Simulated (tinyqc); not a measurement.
The solidus: solid solubility of a dopant against its melt (retrograde solidus), clustering and the electrically active fraction. Computed by tinyqc, a small Python program. Command: `OMP_NUM_THREADS=1 python tinyqc.py 3017515 3017516 out.jsonl retro walk`. One thread of a shared host (Intel(R) Xeon(R) Processor @ 2.30GHz), about 0.01 s of CPU time with the checks.

Inputs (values chosen for the exercise, of the order of those of antimony in silicon for the solubility):
```
quantity                                   value    unit
melting point of the host T_m               1687       K
heat of melting of the host H_f             50.2  kJ/mol
interaction L of the melt                      3  kJ/mol
enthalpy of transfer from melt to solid H  0.775      eV
entropy of transfer S                       1.36     k_B
site density N0                            5e+22  1/cm^3
```

Constants: R = 8.314462618 J/(mol K); k_B = 8.617333262e-05 eV/K; e = 1.602176634e-19 C; N_A = 6.02214076e+23 1/mol.

Method. x_l and x_s are atom fractions of the dopant in melt and solid; the solid is dilute. Liquidus of the host: R T ln(1 - x_l) + L x_l^2 = -H_f (1 - T/T_m). Distribution: k = x_s/x_l = exp[L (1 - x_l)^2/(R T)] exp(S/k_B - H/(k_B T)), the first factor being the activity coefficient in the melt. Solubility = x_s N0; at T_m x_l = 0. The largest x_s N0 between 900 K and T_m. For an ideal melt with constant heats the maximum has x_l = H_f/(H + H_f), H in the same units.

largest solubility = 2.03695e+20 1/cm^3

temperature of the maximum = 1486.38 K

Against temperature:
```
T (K)      x_l         k  solubility (1/cm^3)  over the maximum
1000   0.93771  0.000485           2.2723e+19           0.11155
1100   0.88548  0.001101           4.8742e+19           0.23929
1200   0.80768  0.002191           8.8476e+19           0.43435
1300   0.69913  0.003954           1.3823e+20           0.67861
1400   0.55672  0.006649           1.8508e+20           0.90863
1500   0.38201  0.010633           2.0309e+20           0.99704
1580   0.22419  0.015076           1.6900e+20           0.82966
1640   0.09944  0.019343           9.6178e+19           0.47217
1675   0.02545  0.022267           2.8335e+19           0.13910
```

Between the first rows the Arrhenius energy of the solubility is 0.72 eV, against H = 0.775 eV; it shrinks to zero at 1486 K and turns negative beyond. A crystal saturated at the maximum precipitates dopant-rich liquid on cooling and on heating alike. Below a eutectic or compound temperature another phase would set the limit.

Extremes, crossings and ranges named in words are read from the listed rows.
